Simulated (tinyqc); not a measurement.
Deformation potentials from a strained empirical pseudopotential: one step. Xu of the Delta valleys and b. Three cases, with inputs chosen for the exercise.

Problem. For e = diag(-h/2, -h/2, h): E(Delta z) - E(Delta x) = Xu (ezz - exx), and without spin-orbit coupling E(Z) - E(X, Y) = 3 b (ezz - exx); Z is the single level, X and Y the pair.

Give: Xu; b.

Case 1.

Values chosen (out of a larger set: near those of Si; not measured data): h = 0.002 (size of the test strain).

Delta x, Delta z (eV): [1.0264214, 1.0506161]

valence levels (eV): [-0.0196626, 0.0098313, 0.0098313]

Solution.

Xu = 8.06 eV
b = -3.28 eV

Case 2.

Values chosen (out of a larger set: a germanium-sized cell with gaps well above those of Ge; not measured data): h = 0.005 (size of the test strain).

Delta x, Delta z (eV): [1.2170900, 1.2756708]

valence levels (eV): [-0.0449332, 0.0224666, 0.0224666]

Solution.

Xu = 7.81 eV
b = -3.00 eV

Case 3.

Values chosen (out of a larger set: a germanium-sized cell with gaps well above those of Ge; not measured data): h = 0.002 (size of the test strain).

Delta x, Delta z (eV): [1.1409844, 1.1643145]

valence levels (eV): [-0.0177587, 0.0088794, 0.0088794]

Solution.

Xu = 7.78 eV
b = -2.96 eV

Stretching along z raises the valleys on the z axis and lowers the Z valence state. One-sided differences carry an error of order h. A local potential fitted to band energies alone fixes these slopes only roughly; b tends to come out too large and Xu of L too small.

Computed by tinyqc, one run a case: `OMP_NUM_THREADS=1 python tinyqc.py N N+1 out.jsonl` with N = 1880566, 1880586, 1880683; one thread of a shared Intel(R) Xeon(R) Processor @ 2.30GHz, about 0.2 s a run at most.
